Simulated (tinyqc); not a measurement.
Inside a calculation. Model: equilibrium crystal shape, supported particles, Gibbs-Thomson effect and coarsening. Computed by tinyqc, a small Python program that keeps every step. Command: `OMP_NUM_THREADS=1 python tinyqc.py 3028934 3028935 out.jsonl wulff walk`. One thread of a shared host (Intel(R) Xeon(R) Processor @ 2.30GHz), about 0.04 s of CPU time with the checks. Intermediate numbers are printed to about 5 digits and carried at full precision; extremes and crossings named in words are read from the listed rows.

A cubic crystal bounded by {100}, {110} and {111} facets only.

Inputs (values chosen for the exercise, for a model metal): lattice constant a = 2.96 angstrom; first-neighbour bond energy e1 = 0.301 eV; second-neighbour bond energy e2 = 0.19 eV; atoms in the particle N = 840; work of adhesion W_a = 0.75 J/m^2; temperature T = 750 K; precipitate interface energy gamma_i = 0.16 J/m^2; solubility x_inf at a flat interface = 0.00016; diffusivity D = 1e-20 m^2/s; mean radius at the start r0 = 16 nm; time t = 420 s.

Surface energies: broken bonds, fcc.

Constants: 1 eV/angstrom^2 = 16.02176634 J/m^2; e = 1.602176634e-19 C; k_B = 8.617333262e-05 eV/K; k_B = 1.380649e-23 J/K.

## Surface energies from broken bonds

A cut with normal n breaks sum_R |R.n|/(2 Omega) bonds per area (R over all neighbours of a shell) and makes two surfaces: gamma = sum over shells e_s sum_R |R.n|/(4 Omega). fcc: 12 neighbours a/2 (1,1,0), 6 at a (1,0,0), Omega = a^3/4.

gamma (J/m^2): (100) 2.8966, (110) 3.3179, (111) 3.1103

Omega = 6.483584 angstrom^3

The lowest energy belongs to (100).

## The Wulff shape

Wulff construction: the facet planes lie at distances lambda gamma from the centre, and the shape is the region inside all of them; V = (1/3) sum of area x distance. gamma_mean = sum A gamma / sum A; shape factor eta = A/V^(2/3) (4.836 for a sphere). lambda follows from V = N Omega.

area fractions: {100} 0.45154, {110} 0.18654, {111} 0.36193

gamma_mean = 3.0525 J/m^2

shape factor eta = 5.1228

distances of the planes from the centre (nm): {100} 0.9777, {110} 1.1199, {111} 1.0498

surface energy per atom = 0.35967 eV

Present: {100}, {110}, {111}. Caution: below a few thousand atoms edges and corners add to the energy and facets hold few atoms.

## Chemical potential of the particle

For the Wulff shape mu - mu(bulk) = 2 Omega gamma/h, with gamma and h = lambda gamma the energy and distance of any one facet plane, here (111); the vapour pressure rises by exp[(mu - mu(bulk))/(k_B T)].

mu - mu(bulk) = 239.78 meV

pressure ratio = 40.856

This is 2/3 of the surface energy per atom (0.6667), since the total surface energy goes as N^(2/3).

## The particle on a substrate

Winterbottom: the particle sits on its largest facet family, {100}, with energy gamma_f; the substrate plane cuts the shape at the distance lambda (gamma_f - W_a) below the centre. Height over that of the free particle at the same lambda = (2 gamma_f - W_a)/(2 gamma_f). An isotropic particle with gamma_mean has cos(theta) = W_a/gamma_mean - 1 (Young-Dupre); a film dewets into particles whenever W_a < 2 gamma.

relative height = 0.87054

contact angle theta = 138.96 degrees

W_a is below gamma_f: more than half of the shape shows.

## Gibbs-Thomson solubility and coarsening

Spherical precipitates of nearly pure solute with atomic volume Omega: x(r) = x_inf exp(l/r), l = 2 gamma_i Omega/(k_B T). Diffusion-limited coarsening at small volume fraction (Lifshitz-Slyozov-Wagner): r^3 = r0^3 + K t, K = (4/9) D x_inf l; the number density falls as (r0/r)^3. The steady size distribution is assumed from the start, and D and x_inf are inputs that do not follow T.

capillary length l = 0.20036 nm

x(r0)/x_inf = 1.0126

rate constant K = 1.4248e-07 nm^3/s

mean radius at t = 16.000 nm

number density over its start = 1.00000

The time to double the radius is 7 r0^3/K = 2.0e11 s; t is 2.1e-9 times that.

## Shape against the ratio gamma(100)/gamma(111)

Wulff construction: the facet planes lie at distances lambda gamma from the centre, and the shape is the region inside all of them; V = (1/3) sum of area x distance. gamma_mean = sum A gamma / sum A; shape factor eta = A/V^(2/3) (4.836 for a sphere). gamma(110)/gamma(111) is held at the value of this crystal.

Area fractions:
```
gamma(100)/gamma(111)   {100}    {110}    {111}     eta
0.550                  1.0000  0.00000  0.00000  6.0000
0.559                  1.0000  0.00000  0.00000  6.0000
0.671                  0.9474  0.00000  0.05256  5.8253
0.792                  0.7388  0.04488  0.21636  5.4159
0.931                  0.4520  0.18627  0.36171  5.1231
1.040                  0.2946  0.28055  0.42486  5.0772
1.210                  0.1243  0.41440  0.46133  5.1320
1.750                  0.0000  0.55510  0.44490  5.2767
```

{100} holds 100 % of the area in the first row and 0 % in the last; without {110} the limits are a cube below 1/sqrt(3) = 0.577 and an octahedron above sqrt(3) = 1.732. The roundest shape among these rows (eta = 5.077) is at the ratio 1.04; {110} shows in 5 rows.

Checks made by the program: volume against one third of area times distance (relative difference below 1e-10).
